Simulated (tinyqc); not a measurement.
From a target to a composition: virtual-crystal alloy in the empirical-pseudopotential method. Four cases, with inputs chosen for the exercise.

Problem. The gap from the valence top to the fifth band at L = (1/2,1/2,1/2) is given; it is monotonic in x. Find x.

Empirical pseudopotential on the fcc lattice, atoms at +/- tau, tau = a (1,1,1)/8, no spin-orbit coupling. H(G,G') = c (2 pi/a)^2 |k + G|^2 delta + VS(q) cos(q.tau) + i VA(q) sin(q.tau), q = G - G', c = hbar^2/2m0; k and G in units of 2 pi/a; VS at |q|^2 = 3, 8, 11 and VA at 3, 4, 11, in rydberg, zero elsewhere. At each k the basis holds all G with |k + G|^2 up to 16; energies are counted from the fourth level at Gamma.

Virtual crystal A(1-x)B(x): a = (1 - x) a_A + x a_B. Rule linear: V = (1 - x) V_A + x V_B. Rule volume: V = [(1 - x) a_A^3 V_A + x a_B^3 V_B]/a^3, since a form factor is an atomic potential divided by the cell volume.

Constants: hbar^2/2m0 = 3.80998211 eV angstrom^2; Ry = 13.60569312 eV.

Find: x; a.

Case 1.

Values chosen (classic local form factors of the size used for Si (A) and Ge (B), which place X and L only to a few tenths of an eV; the results hold for these values, not for the real material): a = (5.425, 5.657) angstrom (lattice constants of A, B); VSA = (-0.21, 0.04, 0.081) Ry (symmetric form factors of A); VAA = (0, 0, 0) Ry (antisymmetric form factors of A); VSB = (-0.227, 0.01, 0.06) Ry (symmetric form factors of B); VAB = (0, 0, 0) Ry (antisymmetric form factors of B); rule = linear (mixing rule).

gap to L = 1.50295 eV

Solution.

x = 0.39
a = 5.515 angstrom

Bisect on x between the ends, where the gap to L is 1.851 and 0.900 eV; a straight line between them would give x = 0.37.

Case 2.

Values chosen (classic local form factors of the size used for Si (A) and Ge (B), which place X and L only to a few tenths of an eV; the results hold for these values, not for the real material): a = (5.438, 5.653) angstrom (lattice constants of A, B); VSA = (-0.214, 0.04, 0.081) Ry (symmetric form factors of A); VAA = (0, 0, 0) Ry (antisymmetric form factors of A); VSB = (-0.231, 0.009, 0.059) Ry (symmetric form factors of B); VAB = (0, 0, 0) Ry (antisymmetric form factors of B); rule = linear (mixing rule).

gap to L = 1.55859 eV

Solution.

x = 0.36
a = 5.515 angstrom

Bisect on x between the ends, where the gap to L is 1.907 and 0.872 eV; a straight line between them would give x = 0.34.

Case 3.

Values chosen (classic local form factors of the size used for GaAs (A) and GaP (B), which place X and L only to a few tenths of an eV; the results hold for these values, not for the real material): a = (5.636, 5.447) angstrom (lattice constants of A, B); VSA = (-0.231, 0.009, 0.06) Ry (symmetric form factors of A); VAA = (0.069, 0.051, 0.011) Ry (antisymmetric form factors of A); VSB = (-0.224, 0.029, 0.069) Ry (symmetric form factors of B); VAB = (0.119, 0.071, 0.02) Ry (antisymmetric form factors of B); rule = volume (mixing rule).

gap to L = 2.07964 eV

Solution.

x = 0.48
a = 5.545 angstrom

Bisect on x between the ends, where the gap to L is 1.625 and 2.584 eV; a straight line between them would give x = 0.47.

Case 4.

Values chosen (classic local form factors of the size used for GaP (A) and InP (B), which place X and L only to a few tenths of an eV; the results hold for these values, not for the real material): a = (5.446, 5.865) angstrom (lattice constants of A, B); VSA = (-0.221, 0.031, 0.07) Ry (symmetric form factors of A); VAA = (0.12, 0.071, 0.021) Ry (antisymmetric form factors of A); VSB = (-0.23, 0.011, 0.06) Ry (symmetric form factors of B); VAB = (0.068, 0.051, 0.011) Ry (antisymmetric form factors of B); rule = linear (mixing rule).

gap to L = 2.13200 eV

Solution.

x = 0.79
a = 5.777 angstrom

Bisect on x between the ends, where the gap to L is 2.603 and 1.976 eV; a straight line between them would give x = 0.75.

Computed by tinyqc, one run a case: `OMP_NUM_THREADS=1 python tinyqc.py N N+1 out.jsonl` with N = 1080562, 1080569, 1080615, 1080622; one thread of a shared Intel(R) Xeon(R) Processor @ 2.30GHz, about 0.3 s a run at most.
